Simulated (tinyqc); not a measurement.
RKS/LDA (PW92) in the sto-6g basis, for H6, spin multiplicity 1, step by step (part 2 of 2). Computed by tinyqc, a small Python program that keeps every step (integrals from PySCF). Command: `OMP_NUM_THREADS=1 python tinyqc.py 28048 28049 out.jsonl` (the two numbers bound the seeds that draw the settings). One thread of a shared host (Intel(R) Xeon(R) Processor @ 2.60GHz), about 0.9 s of CPU time with the checks.

Geometry (angstrom):
```
atom         x         y         z
H     0.000000  0.000000  0.000000
H     0.000000  0.000000  1.401000
H     0.000000  0.000000  3.169000
H     0.000000  0.000000  4.571000
H     0.000000  0.000000  6.338000
H     0.000000  0.000000  7.740000
```

## Convergence

Stop when the energy changes by less than 1e-10 hartree and every element of the error matrix X^T (F D S - S D F) X is below 3e-06.

Course of the cycle:
```
iteration  E (hartree)     change  largest element of the error matrix
1          -2.57360361          -                             4.04e-01
2          -2.34599186   2.28e-01                             4.69e-01
3          -2.99222109  -6.46e-01                             1.17e-01
4          -2.99705036  -4.83e-03                             9.07e-02
5          -3.00215977  -5.11e-03                             7.30e-02
6          -3.00443653  -2.28e-03                             6.00e-02
7          -3.00908109  -4.64e-03                             3.53e-03
8          -3.00909657  -1.55e-05                             2.26e-04
9          -3.00909661  -3.32e-08                             1.72e-05
10         -3.00909661  -2.55e-10                             1.16e-07
11         -3.00909661  -2.22e-14                             2.22e-08
```

PySCF RKS in the same basis, fine grid = -3.00910926 hartree

Converged in 11 iterations. The coarse grid moves the energy by +1.26e-05 hartree.

## Populations, bond orders and dipole

D after iteration 11, lower triangle:
```
           1H 1s      2H 1s      3H 1s      4H 1s     5H 1s     6H 1s
1H 1s   0.777541
2H 1s   0.731516   0.760071
3H 1s  -0.059821   0.175880   0.767815
4H 1s  -0.272263  -0.059590   0.698057   0.767712
5H 1s   0.012245  -0.036923  -0.059724   0.176236  0.760248
6H 1s   0.128530   0.012232  -0.272870  -0.059873  0.731607  0.777815
```

overlap S, lower triangle:
```
          1H 1s     2H 1s     3H 1s     4H 1s     5H 1s     6H 1s
1H 1s  1.000000
2H 1s  0.295476  1.000000
3H 1s  0.015954  0.172490  1.000000
4H 1s  0.001001  0.015925  0.295064  1.000000
5H 1s  0.000017  0.000453  0.015954  0.172754  1.000000
6H 1s  0.000000  0.000017  0.001001  0.015954  0.295064  1.000000
```

Mulliken: Z minus the diagonal of D S on the atom; Loewdin: the same with S^(1/2) D S^(1/2); Mayer order: 2 sum_s sum (D(s) S)_ij (D(s) S)_ji over the two atoms.

Charges (e):
```
atom   Mulliken    Loewdin
1H     0.007540   0.006629
2H    -0.005589  -0.004732
3H    -0.001945  -0.001892
4H    -0.001952  -0.001895
5H    -0.005596  -0.004739
6H     0.007542   0.006630
```

Mayer bond orders:
```
pair      order
2-1    0.907656
3-1   -0.000006
3-2    0.090668
4-1    0.075973
4-2    0.000008
4-3    0.833015
5-1    1.44e-06
5-2    0.001636
5-3    0.000008
5-4    0.091007
6-1    0.016319
6-2    1.46e-06
6-3    0.076311
6-4   -0.000006
6-5    0.907317
```

dipole moment about the origin, x y z (debye): 0.000000  0.000000  -0.000047
